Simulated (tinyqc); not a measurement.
What moves the results: Stoner model of a band ferromagnet. A value that a table varies takes the place of the one given here.

Density of states per atom and spin: semi-elliptic, D(e) = (8 M/(pi W^2)) sqrt(W^2/4 - e^2). Levels e -/+ I m/2 for up and down spin, m = n_up - n_down, n_up + n_down = nd. At zero temperature e(N) is the energy below which N states lie, and E(m) = sum over spins of integral e D de - I m^2/4.

Values chosen for the exercise: W = 5.1 eV (band width, e from -W/2 to W/2); M = 5 (states per atom and spin); nd = 2.82 (electrons per atom); I = 0.81 eV (Stoner parameter).

## Moment against the Stoner parameter

Lowest state for each I.

Results:

| I (eV) | I D(EF) | m (muB) | E - E(0) (meV) |
|---|---|---|---|
| 0.52 | 0.608 | 0.000 | 0.0 |
| 0.69 | 0.807 | 0.000 | 0.0 |
| 0.77 | 0.900 | 0.000 | 0.0 |
| 0.86 | 1.006 | 0.818 | -0.4 |
| 0.94 | 1.099 | 2.629 | -88.8 |
| 1.07 | 1.251 | 2.820 | -342.2 |
| 1.29 | 1.509 | 2.820 | -779.6 |
| 1.54 | 1.801 | 2.820 | -1276.6 |

What does this show?

A moment first appears at I = 0.86 eV of those listed, where I D(EF) = 1.006. It is saturated at 2.820 from I = 1.07 eV on.

## Moment against band filling

Rigid band, I fixed: a Slater-Pauling curve.

Results:

| nd | I D(EF) | m (muB) | m_max |
|---|---|---|---|
| 3.0 | 0.958 | 0.000 | 3.0 |
| 4.0 | 0.998 | 0.000 | 4.0 |
| 5.0 | 1.011 | 1.608 | 5.0 |
| 6.0 | 0.998 | 0.000 | 4.0 |
| 6.5 | 0.982 | 0.000 | 3.5 |
| 7.0 | 0.958 | 0.000 | 3.0 |
| 7.5 | 0.925 | 0.000 | 2.5 |
| 8.0 | 0.880 | 0.000 | 2.0 |
| 8.5 | 0.820 | 0.000 | 1.5 |
| 9.0 | 0.735 | 0.000 | 1.0 |
| 9.5 | 0.599 | 0.000 | 0.5 |

What does this show?

Magnetic fillings among those listed: 5.0; the largest moment is 1.61 at nd = 5. No listed filling is saturated.

## What moves the moment

Lowest state for each case. Each row changes one parameter from the base and keeps the others.

Results:

| case | I D(EF) | m (muB) | E - E(0) (meV) |
|---|---|---|---|
| base | 0.947 | 0.000 | 0.0 |
| W = 4.692 eV | 1.030 | 1.740 | -9.3 |
| I = 0.875 eV | 1.023 | 1.569 | -6.4 |
| nd = 2.52 | 0.926 | 0.000 | 0.0 |

What can be read from the table?

The largest shifts from the base row, up to three for each result and ties (the steps differ in size, so this ranks the rows, not the parameters). I D(EF): W +0.082, I +0.076, nd -0.021. m (muB): W +1.740, I +1.569; unchanged at the printed digits by nd. E - E(0) (meV): W -9.3, I -6.4; unchanged at the printed digits by nd.

(tinyqc, `OMP_NUM_THREADS=1 python tinyqc.py 1651897 1651898 out.jsonl`, Intel(R) Xeon(R) Processor @ 2.30GHz, 1 thread, shared host, about 0.2 s.)
